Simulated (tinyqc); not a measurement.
What moves the results: special k points of the square lattice. A value that a table varies takes the place of the one given here.

Lattice vectors in units of a: a1 = (1, 0), a2 = (0, 1); reciprocal vectors b_i with a_i . b_j = 2 pi delta_ij. Mesh: k = sum_i f_i b_i with f_i = (2 j_i + shift)/(2 N), j_i = 0 .. N-1. The point group of the lattice has 8 operations; only those that map the mesh onto itself are used.

A_m(k) = sum over the m-th star of lattice vectors R of cos(k . R), stars in order of length: m = 1: |R|^2 = 1, 4 vectors, such as (1, 0) in the basis a_i; m = 2: |R|^2 = 2, 4 vectors, such as (1, 1) in the basis a_i; m = 3: |R|^2 = 4, 4 vectors, such as (2, 0) in the basis a_i; m = 4: |R|^2 = 5, 8 vectors, such as (2, 1) in the basis a_i; m = 5: |R|^2 = 8, 4 vectors, such as (2, 2) in the basis a_i; m = 6: |R|^2 = 9, 4 vectors, such as (3, 0) in the basis a_i. The zone mean of every A_m is zero.

Test function, the lower band of a two-band insulator: E(k) = -sqrt(D^2 + (e0 - t A_1(k))^2).

Values chosen for the exercise: D = 1.73 eV (half gap term); t = 0.96 eV (coupling); e0 = 1.86 eV (offset); N = 9 (points along each reciprocal vector); shift = 0 (half steps).

## Mesh size and shift

Errors of the mean of E against the unshifted mesh with N = 96. The fifth column is |R|^2 of the shortest star with a non-zero mean.

Meshes:

| mesh | points | irreducible | operations | \|R\|^2 missed | error (meV) |
|---|---|---|---|---|---|
| 2 Gamma | 4 | 3 | 8 | 4.00 | -450.713 |
| 2 shifted | 4 | 1 | 8 | 4.00 | 425.715 |
| 3 Gamma | 9 | 3 | 8 | 9.00 | -40.557 |
| 3 shifted | 9 | 3 | 8 | 9.00 | 64.294 |
| 4 Gamma | 16 | 6 | 8 | 16.00 | 4.667 |
| 4 shifted | 16 | 3 | 8 | 16.00 | -9.525 |
| 5 Gamma | 25 | 6 | 8 | 25.00 | 1.987 |
| 5 shifted | 25 | 6 | 8 | 25.00 | -1.807 |
| 6 Gamma | 36 | 10 | 8 | 36.00 | -0.519 |
| 6 shifted | 36 | 6 | 8 | 36.00 | 0.776 |
| 8 Gamma | 64 | 15 | 8 | >49 | 0.080 |
| 8 shifted | 64 | 10 | 8 | >49 | -0.064 |
| 10 Gamma | 100 | 21 | 8 | >49 | -0.010 |
| 10 shifted | 100 | 15 | 8 | >49 | 0.008 |

reference mean = -2.96589 eV

The shifted mesh has the smaller error for 4 of 7 values of N and the larger for 3. The cheapest mesh within 1 meV is 6 shifted, with 6 irreducible points. A mesh misses the lattice vectors N (n1 a1 + n2 a2 + ...); the half shift gives each the sign (-1)^(n1 + n2 + ...), so the 4 shortest ones add up to -4 in place of 4: their term only changes sign. The shift keeps the full symmetry; it leaves fewer irreducible points for N = 2, 4, 6, 8 and 10.

## Gap and mesh density

D takes the values listed; errors against the unshifted mesh with N = 192, for unshifted meshes.

Errors (meV):

| D (eV) | reference (eV) | N = 2 | N = 4 | N = 6 | N = 8 |
|---|---|---|---|---|---|
| 0.2 | -2.2388 | -619.984 | 57.879 | 2.442 | 3.214 |
| 0.4 | -2.2860 | -598.747 | 37.802 | -0.756 | 2.067 |
| 0.8 | -2.4361 | -549.082 | 17.150 | -1.583 | 0.849 |
| 1.5 | -2.8176 | -471.628 | 5.963 | -0.721 | 0.143 |
| 2.5 | -3.5177 | -393.637 | 2.688 | -0.163 | 0.013 |
| 4.0 | -4.7459 | -316.434 | 1.500 | -0.020 | 0.001 |

The first listed N from which the error stays below 0.5 meV is none for D = 0.2, none for D = 0.4, none for D = 0.8, 8 for D = 1.5, 6 for D = 2.5, 6 for D = 4 eV. A larger D makes the function smoother, so its Fourier coefficients fall faster with |R|; single entries change sign along a column, so a small error on one coarse mesh can be a cancellation.

## One point for the whole zone

The mean-value (Baldereschi) point is taken at k = (2 pi/a) (0.25, 0.25), that is f = (0.25, 0.25); the reference is the mesh with N = 96.

Single points:

| point | A_1 | A_2 | A_3 | A_4 | E (eV) |
|---|---|---|---|---|---|
| Gamma | 4.000 | 4.000 | 4.000 | 8.000 | -2.6293 |
| mean-value point | 0.000 | 0.000 | -4.000 | 0.000 | -2.5402 |
| zone-face centre b1/2 | 0.000 | -4.000 | 4.000 | 0.000 | -2.5402 |

reference mean = -2.9659 eV

The mean-value point makes A_1, A_2 and A_4 vanish. Its error is +426 meV, against +337 meV at Gamma and +426 meV at b1/2. E is not linear in A_1; its powers hold sums of nearest vectors and a non-zero mean, so this point is not exact. A_1 has the same value at b1/2, and E depends on A_1 alone, so this test cannot tell the two points apart. Gamma comes closer here only by chance, since none of its A_m vanish.

## What moves the zone average

Mean of E over the mesh, and its error against the unshifted mesh with N = 96. Each row changes one parameter from the base and keeps the others.

Results:

| case | mean (eV) | error (meV) | irreducible points |
|---|---|---|---|
| base | -2.9659 | 0.02 | 15 |
| N = 10 | -2.9659 | -0.01 | 21 |
| shift = 1 | -2.9659 | -0.02 | 15 |
| D = 1.211 eV | -2.6456 | 0.12 | 15 |
| t = 1.248 eV | -3.2597 | -0.14 | 15 |

The largest shifts from the base row, up to three for each result and ties (the steps differ in size, so this ranks the rows, not the parameters). mean (eV): D +0.3203, t -0.2938; unchanged at the printed digits by N and shift. error (meV): t -0.16, D +0.10, shift -0.04. irreducible points: N +6; unchanged at the printed digits by shift, D and t.

Program tinyqc; command `OMP_NUM_THREADS=1 python tinyqc.py 1652089 1652090 out.jsonl`; about 0.1 s on one thread of a shared Intel(R) Xeon(R) Processor @ 2.30GHz.
